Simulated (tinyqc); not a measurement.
Inside a calculation. Model: admittance spectroscopy of a deep trap.

Numbers from tinyqc (`OMP_NUM_THREADS=1 python tinyqc.py 2050099 2050100 out.jsonl`; about 0.01 s on one thread of a shared Intel Xeon 2.30GHz). Printed values are rounded.

Schottky contact on an n-type layer with shallow donors Nd (all ionised) and a donor-like deep trap, neutral when filled and positive when empty; depletion approximation. Traps within lam of the depletion edge stay filled. The traps at xt = W - lam, where the level crosses the Fermi level, follow a slow signal and not a fast one. w = 2 pi f.

Parameters, values chosen for the exercise; material values those of a made-up semiconductor: relative permittivity eps_r = 10.1; conduction-band density of states at 300 K Nc = 2.06e18 cm^-3; thermal velocity at 300 K vth = 2.3e7 cm/s; shallow donor density Nd = 6e16 cm^-3; built-in voltage Vbi = 1.05 V; depth of the trap below the conduction edge Et = 0.28 eV; capture cross-section sn = 1e-15 cm^2; trap density Nt = 1.7e16 cm^-3; reverse bias Vr = 0 V; signal frequency f = 10000 Hz; temperature T = 235 K.

Constants: q = 1.602176634e-19 C, kB = 1.380649e-23 J/K, eps0 = 8.8541878128e-14 F/cm where lengths are in cm. Results are converted to the units shown.

## Widths and limiting capacitances

lam = sqrt(2 eps0 eps_r (EF - ET)/(q Nd)), EF - ET = Et - (kB T/q) ln(Nc(T)/Nd), Nc(T) = Nc (T/300 K)^1.5. In the steady state at the band bending V, 2 eps0 eps_r V/q = Nd W^2 + Nt (W - lam)^2 (the second term only if W > lam). V = Vbi + Vr. C_HF = eps0 eps_r/W, C_LF = eps0 eps_r (Nd + Nt)/(Nd W + Nt xt).

lam = 63.3656 nm
W = 134.538 nm
xt = 71.1722 nm
C_HF = 66.4700 nF/cm^2
C_LF = 74.1840 nF/cm^2

The step is 11.6 % of C_HF.

## Admittance at the signal frequency

Emission rate en = sn vth(T) Nc(T) exp(-Et/kB T) = sn g T^2 exp(-Et/kB T), g = vth Nc/(300 K)^2, as vth goes as T^0.5 and Nc as T^1.5 (degeneracy factor 1). Inflection frequency w0 = 2 en [1 + Nt xt/(Nd W)]; C = C_HF + (C_LF - C_HF)/(1 + (w/w0)^2), G/w = (C_LF - C_HF)(w/w0)/(1 + (w/w0)^2).

en = 28750.6 1/s
w0/(2 pi) = 10523.3 Hz
C = 70.5235 nF/cm^2
G/w = 3.85197 nF/cm^2

The signal lies near the inflection, where the loss is largest.
